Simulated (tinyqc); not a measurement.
Parabolic quantum dot in a magnetic field (Fock-Darwin): one step. Orbital levels. Two cases, with inputs chosen for the exercise.

Task: The eight lowest (n, l) from E = (2n + |l| + 1) W - l wc/2.

Case 1.

hbar wc = 5.198090 meV
hbar W = 5.992915 meV

Case 2.

hbar wc = 0.634855 meV
hbar W = 1.435535 meV

Give: a table of (n,l), E (meV).

Result:

Case 1.

Levels:
```
(n,l)   E (meV)
(0,0)     5.993
(0,1)     9.387
(0,2)    12.781
(0,-1)   14.585
(0,3)    16.175
(1,0)    17.979
(0,4)    19.568
(1,1)    21.373
```

Case 2.

Levels:
```
(n,l)   E (meV)
(0,0)     1.436
(0,1)     2.554
(0,-1)    3.188
(0,2)     3.672
(1,0)     4.307
(0,3)     4.790
(0,-2)    4.941
(1,1)     5.425
```

Computed by tinyqc, one run a case: `OMP_NUM_THREADS=1 python tinyqc.py N N+1 out.jsonl` with N = 1251079, 1251456; one thread of a shared Intel(R) Xeon(R) Processor @ 2.30GHz, about 0.05 s a run at most.
